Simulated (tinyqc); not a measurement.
Doping level: carrier statistics of a doped semiconductor with parabolic bands.

Eg(T) = Eg0 - al T^2/(T + be); m_de = Mv^(2/3) (ml mt^2)^(1/3); m_dh = (mhh^(3/2) + mlh^(3/2))^(2/3); Nc and Nv from N = 2 (m kB T/(4 pi c))^(3/2) with c = hbar^2/2m0, in 1/angstrom^3; times 1e24 for 1/cm^3.

Energies are counted from Ev, so Ec = Eg. n = Nc F_1/2((EF - Eg)/kT), p = Nv F_1/2(-EF/kT), ND+ = ND/(1 + 2 exp((EF - Eg + ED)/kT)), NA- = NA/(1 + 4 exp((EA - EF)/kT)); neutrality asks p + ND+ = n + NA-. F_j(eta) = (1/Gamma(j + 1)) integral_0^infinity x^j dx/(1 + exp(x - eta)), which tends to exp(eta) for eta << 0.

Constants: hbar^2/2m0 = 3.80998211 eV angstrom^2; kB = 8.617333262e-05 eV/K.

Values chosen for the exercise (near those of SiC; not measured data):
- Eg0 = 3.243 eV (gap at 0 K)
- al = 0.000643 eV/K (Varshni alpha)
- be = 1319 K (Varshni beta)
- ml = 0.33 m0 (longitudinal electron mass)
- mt = 0.416 m0 (transverse electron mass)
- Mv = 3 (equivalent valleys)
- mhh = 0.97 m0 (heavy-hole mass)
- mlh = 0.455 m0 (light-hole mass)
- ED = 0.0615 eV (donor level below Ec)
- EA = 0.195 eV (acceptor level above Ev)
- T = 350 K

Only donors are present (NA = 0); eta is the distance of EF beyond the conduction edge in units of kT.

Neutral state:
```
ND (1/cm^3)  EF (eV)  majority (1/cm^3)  ionised share     eta
1.0e+14       2.8239           1.00e+14          1.000  -12.33
1.0e+15       2.8933           9.99e+14          0.999  -10.03
1.0e+16       2.9626           9.93e+15          0.993   -7.73
1.0e+17       3.0304           9.40e+16          0.940   -5.48
1.0e+18       3.0904           6.82e+17          0.682   -3.49
3.0e+18       3.1142           1.48e+18          0.493   -2.71
1.0e+19       3.1374           3.11e+18          0.311   -1.94
3.0e+19       3.1570           5.72e+18          0.191   -1.29
```

The impurity level lies at 3.1343 eV. The ionised share falls from 1.000 to 0.191 as EF passes through it between 3e+18 and 1e+19 1/cm^3 (share 1/3 there); it is below one half from 3e+18 1/cm^3 on. Over the last two rows the doping grows threefold and the majority density by a factor 1.84. EF comes within 3 kT of the majority band edge from 3e+18 1/cm^3 on. Above roughly 9e+18 1/cm^3 (N^(1/3) a = 0.26, with the radius a = sqrt(c/(m E)) from the ionisation energy E and the mass (ml mt^2)^(1/3)) the levels merge with the band and real ionisation is complete; sharp levels then overstate freeze-out.

Computed by tinyqc, a small Python program: `OMP_NUM_THREADS=1 python tinyqc.py 1652393 1652394 out.jsonl` (the numbers bound the seed that draws the inputs); one thread of a shared host (Intel(R) Xeon(R) Processor @ 2.30GHz), about 0.01 s for the whole set of steps.
